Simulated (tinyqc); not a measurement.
Width of the inclusion: polytypes by hexagonality, and a cubic inclusion as a quantum well.

Gap: E3 + (Es - E3) h/hs for h up to hs, then linear from Es to E2 at h = 1. Valence top Ev2 h and polarisation P2 h, both counted from 3C; Ec = Ev + gap.

A cubic inclusion of width L = N d in the host (h = 0.3333) is a well of depth V = Ec(host) - Ec(3C). Square well with mass mismatch: k tan(k L/2) = (m_w/m_b) q, k = sqrt(m_w E/c), q = sqrt(m_b (V - E)/c), c = hbar^2/2m0, lowest root. The depth of the level, V - E, is its binding, and the transition to the valence top of the host is gap(host) - (V - E). The step in polarisation gives a field |F| = |P|/(eps eps0) in a thin inclusion, eps0 = 8.8541878e-12 F/m.

Constants: hbar^2/2m0 = 3.80998211 eV angstrom^2.

Values chosen for the exercise (of the order of those of SiC; the results hold for these values, not for the real material):

| symbol | value | unit | meaning |
|---|---|---|---|
| E3 | 2.383 | eV | gap of the cubic polytype |
| E2 | 3.344 | eV | gap of 2H |
| Ev2 | 0.115 | eV | valence top of 2H above that of 3C |
| P2 | -0.0393 | C/m^2 | spontaneous polarisation of 2H |
| Es | 3.273 | eV | gap at the hexagonality hs |
| hs | 0.5 |  | hexagonality up to which the first line holds |
| m | (0.309, 0.303) | m0 | electron mass along c in the cubic layer and in the host |
| d | 2.513 | angstrom | thickness of a double layer |
| eps | 10.3 |  | dielectric constant |

Without the field: square well. With it, the potential inside is |F| (z - L/2), the host conduction edge lies at V - |F| L/2 on one side and V + |F| L/2 on the other, and the lowest level E_F is found by finite differences (step 0.25 angstrom, wide box, good to about 1 meV). Holes sit in the host on the high side, so the transition is gap(host) - V + E_F - |F| L/2. A dash: bound by less than 2 meV or not at all.

Results:

| N | L (angstrom) | depth (eV) | transition (eV) | depth below the low side, with field (eV) | transition with field (eV) |
|---|---|---|---|---|---|
| 1 | 2.51 | 0.045 | 2.931 | 0.029 | 2.911 |
| 2 | 5.03 | 0.143 | 2.833 | 0.109 | 2.795 |
| 3 | 7.54 | 0.241 | 2.735 | 0.190 | 2.678 |
| 4 | 10.05 | 0.321 | 2.656 | 0.253 | 2.579 |
| 6 | 15.08 | 0.427 | 2.549 | 0.328 | 2.432 |
| 8 | 20.10 | 0.489 | 2.487 | 0.361 | 2.327 |
| 12 | 30.16 | 0.552 | 2.424 | 0.378 | 2.165 |

The square well binds a level even at N = 1 (45 meV), as any symmetric one-dimensional well does; the depth grows to 552 of 632 meV, and the transition tends to E3 - Ev(host) = 2.345 eV. With the field the level is bound by 2 meV or more for N = 1, 2, 3, 4, 6, 8 and 12, and the transition is lowered by 20 meV at N = 1 and 259 meV at N = 12, where |F| L/2 = 217 meV. Free carriers or surface charge screen the field and the step between the two sides, and the attraction to the hole, left out here, binds the electron further.

Program tinyqc; command `OMP_NUM_THREADS=1 python tinyqc.py 1851189 1851190 out.jsonl`; about 0.05 s on one thread of a shared Intel(R) Xeon(R) Processor @ 2.30GHz.
